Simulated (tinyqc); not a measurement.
# Small-signal admittance of a forward-biased p+-n diode, step by step

tinyqc, about 0.01 s, one thread, Intel Xeon 2.30GHz (shared host): `OMP_NUM_THREADS=1 python tinyqc.py 2890218 2890219 out.jsonl` Printed values are rounded.

Holes injected into a neutral base of width wb with an ohmic contact at its end; low injection, p0 far above the equilibrium density. A small voltage v exp(i w t), w = 2 pi f, modulates the edge density by p0 v/Vt, and the small-signal density obeys Dp d2p/dx2 = (1/tau + i w) p.

Parameters, values chosen for the exercise; permittivity close to that of gallium arsenide:
```
symbol,value,unit,meaning
T,300,K,temperature
eps_r,12.9,,relative permittivity
Nd,1.1e16,cm^-3,donor density of the base
Dp,8.7,cm^2/s,hole diffusion coefficient
tau,1e-6,s,hole lifetime
wb,59,um,width of the neutral base
p0,2.9e14,cm^-3,excess hole density at the junction edge
Na,4e18,cm^-3,acceptor density of the p+ side
f,5.7e5,Hz,signal frequency
```

Constants: q = 1.602176634e-19 C, kB = 1.380649e-23 J/K, Vt = kB T/q, eps0 = 8.8541878128e-14 F/cm where lengths are in cm. Results are converted to the units shown.

## Closed-form admittance

L = sqrt(Dp tau); direct current J = (q Dp p0/L) coth(wb/L); k = sqrt(1 + i w tau)/L; diffusion admittance Y = (q Dp p0/Vt) k coth(k wb) = G + i w C_diff; junction capacitance C_j = sqrt(q eps0 eps_r Nd/(2 Vr)) in the depletion approximation, with the remaining barrier Vr = Vt ln(Na/p0), a rough value under forward bias; base-width modulation is left out.

L = 29.49576 um
J = 0.1421574 A/cm^2
k wb = 3.072381+2.332032i
Y = 8.114241+6.213932i S/cm^2
C_diff = 1.735049 uF/cm^2
C_j = 0.06390994 uF/cm^2

G is 1.48 times its low-frequency value J/Vt, and C_diff is 27.1 times C_j.

## The same by finite differences

9 equal intervals, h = wb/9; u = small-signal density over its edge value, u_0 = 1, u_9 = 0; u_(i-1) + b u_i + u_(i+1) = 0 with b = -2 - h^2 (1/tau + i w)/Dp; Y = (q Dp p0/(Vt h)) (-b/2 - u_1), which includes the half box at the edge.

b = -2.049397-0.176911i

```
node,u
1,0.6881033-0.1811106i
2,0.4422373-0.2494345i
3,0.2623441-0.2518432i
4,0.1399636-0.2202806i
5,0.0634670-0.1748382i
6,0.0210362-0.1268042i
7,0.0020775-0.0813124i
8,-0.0023934-0.0394696i
```

Y on the mesh = 8.028452+6.429677i S/cm^2

Against the closed form the real part is 1.1 % below it and the imaginary part 3.5 % above it; |k h| = 0.43.
